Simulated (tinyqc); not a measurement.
# Deep trap from a strong local potential in a two-band host (Koster-Slater model with semi-elliptic bands), step by step

A worked calculation. Computed by tinyqc, a small Python program that keeps every step. Command: `OMP_NUM_THREADS=1 python tinyqc.py 3009051 3009052 out.jsonl deeptrap walk`. One thread of a shared host (Intel(R) Xeon(R) Processor @ 2.30GHz), about 0.03 s of CPU time with the checks. Intermediate numbers are printed to about 6 digits and carried at full precision; extremes and crossings named in words are read from the listed rows.

The valence band spans -2 W_v to 0 and the conduction band E_g to E_g + 2 W_c. The orbital at the impurity site has weight f_v in the valence band and 1 - f_v in the conduction band, each spread as a semi-ellipse (2/(pi W^2)) sqrt(W^2 - x^2) about the band centre. The impurity adds U to this orbital. Spin is left out.

Inputs (values chosen for the exercise, for a model semiconductor):

| quantity | value | unit |
|---|---|---|
| gap E_g | 3.03 | eV |
| half-width of the valence band W_v | 4.6 | eV |
| half-width of the conduction band W_c | 5.2 | eV |
| valence weight f_v of the site orbital | 0.51 | - |
| impurity potential U | 19.6 | eV |
| levels per band n | 3 | - |
| trial energy E | 1.59 | eV |

Impurity: repulsive, acceptor-like.

## Green function at the trial energy

In the gap G(E) = f_v (2/W_v^2)[x - sqrt(x^2 - W_v^2)] - (1 - f_v)(2/W_c^2)[y - sqrt(y^2 - W_c^2)], x = E + W_v, y = E_g + W_c - E. The potential that would put a level at E is U = 1/G(E).

valence part = 0.0987225 1/eV

conduction part = -0.0910010 1/eV

G(E) = 0.00772152 1/eV

potential needed = 129.508 eV

## Thresholds and the vacancy level

G falls across the gap from G(0) to G(E_g). A repulsive U binds if U > 1/G(0), an attractive one if U < 1/G(E_g); the vacancy level (U infinite) solves G(E) = 0 (bisection).

G(0) = 0.154658 1/eV

G(E_g) = -0.114104 1/eV

repulsive threshold = 6.46589 eV

attractive threshold = -8.76396 eV

vacancy level = 1.75790 eV

## The trap level

The trap level solves G(E) = 1/U (bisection). With D = -dG/dE = D_v + D_c, D_v = f_v (2/W_v^2)[x/sqrt(x^2 - W_v^2) - 1] and D_c = (1 - f_v)(2/W_c^2)[y/sqrt(y^2 - W_c^2) - 1], the weight on the impurity orbital is 1/(U^2 D) and the conduction-band character is D_c/D.

trap level E_t = 0.732977 eV

weight on the impurity orbital = 0.0425768

conduction-band character = 0.230129

depth below the conduction band = 2.29702 eV

The level comes up from the valence band and has covered 42 % of the way to the vacancy level, which it can never pass; 96 % of the state lies on host orbitals.

## The same problem as a small matrix

Each band is replaced by n levels e_k = centre + W cos(k pi/(n + 1)) with weights w_k = f (2/(n + 1)) sin^2(k pi/(n + 1)), k = 1..n (valence first); H_kl = e_k delta_kl + U sqrt(w_k w_l).

host levels e_k (eV): -1.3473  -4.6000  -7.8527  11.9070  8.2300  4.5530

weights w_k: 0.1275  0.2550  0.1275  0.1225  0.2450  0.1225

H (eV):
```
        1       2        3        4        5       6
1  1.1517  3.5341   2.4990   2.4495   3.4641  2.4495
2  3.5341  0.3980   3.5341   3.4641   4.8990  3.4641
3  2.4990  3.5341  -5.3537   2.4495   3.4641  2.4495
4  2.4495  3.4641   2.4495  14.3080   3.3955  2.4010
5  3.4641  4.8990   3.4641   3.3955  13.0320  3.3955
6  2.4495  3.4641   2.4495   2.4010   3.3955  6.9540
```

## Levels of the small matrix

Diagonalise H (2n rows). The trap level, between the highest valence and the lowest conduction e_k, is number n + 1 from below for an attractive impurity and number n for a repulsive one.

levels (eV): -7.2233  -2.9271  0.6821  5.6409  10.7056  23.6118

trap level of the matrix = 0.682140 eV

It misses the Green-function level by -0.0508 eV. The lone level at 23.61 eV is the split-off partner, which holds a large part of the impurity orbital.

## Chemical trend: level against potential

U is 1.05, 1.2, 1.5, 2, 3, 5, 10 and 30 times the threshold, rounded to three digits; the largest values are formal and only show the vacancy limit.

Trend:

| U (eV) | E_t (eV) | weight on the impurity | conduction character | E_t - vacancy level (eV) |
|---|---|---|---|---|
| 6.79 | 0.00262 | 0.0155825 | 0.007562 | -1.75529 |
| 7.76 | 0.03417 | 0.0461131 | 0.029562 | -1.72373 |
| 9.70 | 0.15056 | 0.0681700 | 0.071270 | -1.60734 |
| 12.90 | 0.37106 | 0.0660035 | 0.132835 | -1.38685 |
| 19.40 | 0.72440 | 0.0431793 | 0.227783 | -1.03350 |
| 32.30 | 1.09876 | 0.0191024 | 0.333202 | -0.65915 |
| 64.70 | 1.42208 | 0.0051489 | 0.429126 | -0.33583 |
| 194.00 | 1.64595 | 0.0005789 | 0.497702 | -0.11195 |

dE_t/dU equals the weight on the impurity, which peaks at 0.068 (U = 9.70 eV) and falls to 5.8e-4 in the last row, so beyond the peak each further eV of potential moves the level less. The level nears the vacancy level, 1.758 eV, as 1/U: it is 0.336 eV away at 10 times the threshold and 0.112 eV at 30 times, and the state is then host-like.

## Opening the gap, as alloying or pressure does

The conduction band is shifted rigidly; widths, weights and U stay.

Against the gap:

| E_g (eV) | E_t (eV) | depth below E_c (eV) | conduction character |
|---|---|---|---|
| 1.51 | 0.36552 | 1.14448 | 0.252917 |
| 1.97 | 0.48039 | 1.48961 | 0.246380 |
| 2.42 | 0.58973 | 1.83027 | 0.239533 |
| 2.73 | 0.66325 | 2.06675 | 0.234748 |
| 3.03 | 0.73298 | 2.29702 | 0.230129 |
| 3.48 | 0.83499 | 2.64501 | 0.223283 |
| 3.94 | 0.93612 | 3.00388 | 0.216438 |
| 4.85 | 1.12711 | 3.72289 | 0.203460 |

As the conduction band moves up by 3.340 eV the level follows by 0.762 eV, a mean slope of 0.23; the local slope is the conduction character. A shallow donor would follow with slope 1 and a shallow acceptor with slope 0.

Checks made by the program: closed form against a 4000-point quadrature of the densities of states (relative difference below 1e-10); 200 levels per band against the Green function (relative difference below 1e-10).
